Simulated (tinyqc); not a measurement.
Comparisons within one model: sp3s* tight binding with spin-orbit coupling. A value that a table varies takes the place of the one given here.

sp3s* tight binding, nearest neighbours only: anion (a) at 0, cation (c) at a/4 (1,1,1), orbitals s, px, py, pz, s* on each; k in units of 2 pi/a. With phases e_j = exp(i (pi/2) k.n_j) for n = (1,1,1), (1,-1,-1), (-1,1,-1), (-1,-1,1): g0 = (e1+e2+e3+e4)/4, g1 = (e1+e2-e3-e4)/4, g2 = (e1-e2+e3-e4)/4, g3 = (e1-e2-e3+e4)/4. The diagonal holds the levels Esa, Epa, Exa (s*) and Esc, Epc, Exc. Anion-cation block: <sa|sc> = Vss g0; <sa|xc> = Vsapc g1; <xa|sc> = -Vscpa g1; <xa|xc> = Vxx g0; <xa|yc> = <ya|xc> = Vxy g3, <xa|zc> = <za|xc> = Vxy g2, <ya|zc> = <za|yc> = Vxy g1; <s*a|xc> = Vxapc g1; <xa|s*c> = -Vpaxc g1; y and z take g2 and g3 in place of g1; s-s* and s*-s* vanish.

Spin-orbit coupling acts within the p shell of each atom as (D/3) L.sigma, D = Da or Dc: it puts four states at Ep + D/3 and two at Ep - 2D/3.

Values chosen for the exercise (near a published set for SiC, fitted to gaps, whose masses and valley positions are rough; spin-orbit coupling, where it is added without a refit, lifts the valence top and shrinks all gaps by about a third of the splitting; the results hold for these values, not for the real material): Esa = -8.441 eV (s level of the anion); Epa = 2.119 eV (p level of the anion); Esc = -4.819 eV (s level of the cation); Epc = 4.319 eV (p level of the cation); Exa = 9.727 eV (s* level of the anion); Exc = 9.319 eV (s* level of the cation); Vss = -12.381 eV (s-s); Vxx = 3.024 eV (px-px); Vxy = 5.885 eV (px-py); Vsapc = 9.436 eV (s anion, p cation); Vscpa = 9.198 eV (s cation, p anion); Vxapc = 8.669 eV (s* anion, p cation); Vpaxc = 4.425 eV (p anion, s* cation); Da = 0.006 eV (atomic spin-orbit splitting, anion); Dc = 0.045 eV (the same, cation); eta = 2 (scaling exponent); D001 = 0.69 (ratio -ezz/exx).

## What the s* orbital does

The s* couplings Vxapc and Vpaxc are scaled by f; f = 0 is the plain sp3 model. Gaps from the top of the valence band at Gamma; the Delta value is the minimum on (x,0,0), 0.5 <= x <= 1.

Gaps (eV):

| f | Gamma | Delta | L | x of the minimum |
|---|---|---|---|---|
| 0.00 | 5.8753 | 7.2028 | 7.3179 | 0.500 |
| 0.25 | 5.8753 | 6.8125 | 6.9660 | 0.500 |
| 0.50 | 5.8753 | 5.7595 | 6.0850 | 0.721 |
| 0.75 | 5.8753 | 4.0255 | 4.8797 | 1.000 |
| 0.90 | 5.8753 | 3.0099 | 4.0980 | 1.000 |
| 1.00 | 5.8753 | 2.3530 | 3.5735 | 1.000 |
| 1.10 | 5.8753 | 1.7141 | 3.0524 | 1.000 |

The gap at Gamma stays, since g1 to g3 vanish there. From f = 0 to 1 the s* levels lower the Delta value by 4.850 eV and L by 3.744 eV. For f = 0 and 0.25 the least value lies at x = 0.5, the end of the range: any valley further out lies above that value until s* has lowered it enough. The lowest of the three is Gamma at f = 0 and the Delta line at f = 1.

## Hydrostatic strain (sp3s* tight binding with spin-orbit coupling, strained)

Strain e moves each bond vector to d = (1 + e) d0 (no internal displacement for the diagonal strains used here) and k is given in fractions of the strained reciprocal cell, so the phases stay. Two-centre values Vss_sigma = Vss/4, Vsp_sigma = sqrt3 V/4 for each s-p and s*-p pair, Vpp_sigma = (Vxx + 2 Vxy)/4, Vpp_pi = (Vxx - Vxy)/4 are scaled by (d0/d)^eta and combined with the new direction cosines; the levels on the diagonal stay.

exx = eyy = ezz = e. Gaps as measured from the top of the valence band; the deformation potentials are (gap(0.01) - gap(-0.01))/0.06.

Gaps (eV):

| e | Gamma | Delta | L | x of the minimum |
|---|---|---|---|---|
| -0.03 | 6.7664 | 2.4578 | 3.7632 | 1.000 |
| -0.02 | 6.4980 | 2.4208 | 3.7000 | 1.000 |
| -0.01 | 6.1818 | 2.3859 | 3.6368 | 1.000 |
| 0.00 | 5.8753 | 2.3530 | 3.5735 | 1.000 |
| 0.01 | 5.5781 | 2.3221 | 3.5099 | 1.000 |
| 0.02 | 5.2898 | 2.2929 | 3.4462 | 1.000 |
| 0.03 | 5.0101 | 2.2655 | 3.3821 | 1.000 |

gap deformation potentials (eV): Gamma -10.062, Delta -1.064, L -2.115

Per unit of volume strain the gaps move by -10.06 (Gamma), -1.06 (Delta) and -2.11 eV (L). The lowest valley stays the Delta line over the range. These potentials follow from the one exponent eta, which fitted models replace by one for each integral; with it the sizes are rough, the sign for Delta can be wrong (in Si, Ge and the III-V crystals measured values are small and positive), and the pressures at which valleys cross, and which valley takes over, are rough too. A gap of zero, where one is listed, marks an s level that has sunk below the valence top.

## Biaxial strain splits the top of the valence band (sp3s* tight binding, strained)

No spin-orbit coupling; k = 0; exx = eyy = e, ezz = -D001 e. The four bonds keep equal lengths, and the sums over them give Vxx(e) for px and py and Vzz(e) for pz; each level is the lower root of [[Epa, V], [V, Epc]], and the s level the upper root of the s block. The shear potential b follows from E(x,y) - E(z) = 3 b (exx - ezz), taken as the slope between e = -0.005 and 0.005.

Couplings and levels at Gamma (eV):

| e | ezz | Vxx(e) | Vzz(e) | E(x,y) | E(z) | E(x,y) - E(z) (meV) | upper s level |
|---|---|---|---|---|---|---|---|
| -0.020 | 0.0138 | 2.9399 | 3.3504 | 0.0801 | -0.3074 | 387.4 | 6.0964 |
| -0.010 | 0.0069 | 2.9830 | 3.1851 | 0.0396 | -0.1507 | 190.3 | 5.9897 |
| -0.005 | 0.0034 | 3.0038 | 3.1040 | 0.0201 | -0.0742 | 94.3 | 5.9362 |
| 0.005 | -0.0034 | 3.0437 | 2.9450 | -0.0174 | 0.0753 | -92.6 | 5.8292 |
| 0.010 | -0.0069 | 3.0628 | 2.8671 | -0.0354 | 0.1482 | -183.5 | 5.7757 |
| 0.020 | -0.0138 | 3.0995 | 2.7143 | -0.0699 | 0.2903 | -360.2 | 5.6686 |

b = -3.687 eV

Under tension in the plane (e > 0) the bonds tilt towards the plane, Vxx grows to 3.0628 and Vzz falls to 2.8671 eV at e = 0.01, and the pz state forms the top of the valence band, by 183.5 meV; under compression (e = -0.01) the px, py pair does, by 190.3 meV. The slope gives b = -3.69 eV, a rough value, since on-site strain terms are left out (measured values lie near -2 eV).

## What each parameter does

Gaps from the top of the valence band at Gamma; Delta is the minimum on (x,0,0), 0.5 <= x <= 1. Each row changes one parameter from the base and keeps the others.

Results:

| case | Ev (eV) | gap Gamma (eV) | gap Delta (eV) | gap L (eV) |
|---|---|---|---|---|
| base | 0.0074 | 5.8753 | 2.3530 | 3.5735 |
| Epa = 2.319 eV | 0.1404 | 5.7424 | 2.2200 | 3.4440 |
| Vss = -12.681 eV | 0.0074 | 6.1722 | 2.3530 | 3.6045 |
| Vpaxc = 4.625 eV | 0.0074 | 5.8753 | 2.3530 | 3.5691 |
| Epc = 4.119 eV | -0.0596 | 5.9424 | 2.3564 | 3.5843 |
| Esc = -5.019 eV | 0.0074 | 5.7612 | 2.3530 | 3.5633 |
| Vxapc = 8.869 eV | 0.0074 | 5.8753 | 2.2040 | 3.4551 |

The largest shifts from the base row, up to three for each result and ties (the steps differ in size, so this ranks the rows, not the parameters). Ev (eV): Epa +0.1330, Epc -0.0670; unchanged at the printed digits by Vss, Vpaxc, Esc and Vxapc. gap Gamma (eV): Vss +0.2969, Epa -0.1330, Esc -0.1141; unchanged at the printed digits by Vpaxc and Vxapc. gap Delta (eV): Vxapc -0.1490, Epa -0.1330, Epc +0.0033; unchanged at the printed digits by Vss, Vpaxc and Esc. gap L (eV): Epa -0.1295, Vxapc -0.1183, Vss +0.0311. Vpaxc and Vxapc cannot move Ev or the gap at Gamma, whose blocks do not hold them; s parameters never move Ev, and move the gap only where the lowest empty level at Gamma is s-like.

tinyqc: `OMP_NUM_THREADS=1 python tinyqc.py 1481001 1481002 out.jsonl`; about 0.1 s, one thread, shared Intel(R) Xeon(R) Processor @ 2.30GHz.
